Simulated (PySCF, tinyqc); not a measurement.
Inside a calculation. Method: CISD on RHF in the sto-6g basis, for H4, spin multiplicity 1. The lowest restricted solution is unstable here: a spin-polarised one lies 0.0288 hartree lower (PySCF). One step of it, computed by the program tinyqc.

Question. Iteration 3 (converged): orbitals. Diagonalise F' = X^T F X, C = X C', fill 2 alpha and 2 beta electrons from the bottom; D = 2 C_occ C_occ^T. Each column has its largest component positive (the first on a tie).

converged F (hartree), order 1H 1s, 2H 1s, 3H 1s, 4H 1s:
```
[[-0.171831, -0.365764, -0.051530, -0.039328],
 [-0.365764, -0.171831, -0.039328, -0.051530],
 [-0.051530, -0.039328, -0.171831, -0.365764],
 [-0.039328, -0.051530, -0.365764, -0.171831]]
```

X, order 1H 1s, 2H 1s, 3H 1s, 4H 1s:
```
[[0.629027, 0.600209, 0.451250, 0.415734],
 [-0.629027, -0.600209, 0.451250, 0.415734],
 [-0.629027, 0.600209, -0.451250, 0.415734],
 [0.629027, -0.600209, -0.451250, 0.415734]]
```

Give: F' = X^T F X; orbital energies; coefficients C; D after iteration 3.

Answer.

F' = X^T F X (hartree):
```
[[0.326, 0.000, 0.000, 0.000],
 [0.000, 0.262, 0.000, 0.000],
 [0.000, 0.000, -0.364, 0.000],
 [0.000, 0.000, 0.000, -0.434]]
```

orbital energies (hartree): [-0.434, -0.364, 0.262, 0.326]

coefficients C, order 1H 1s, 2H 1s, 3H 1s, 4H 1s:
```
[[0.416, 0.451, 0.600, 0.629],
 [0.416, 0.451, -0.600, -0.629],
 [0.416, -0.451, 0.600, -0.629],
 [0.416, -0.451, -0.600, 0.629]]
```

D after iteration 3, order 1H 1s, 2H 1s, 3H 1s, 4H 1s:
```
[[0.753, 0.753, -0.062, -0.062],
 [0.753, 0.753, -0.062, -0.062],
 [-0.062, -0.062, 0.753, 0.753],
 [-0.062, -0.062, 0.753, 0.753]]
```
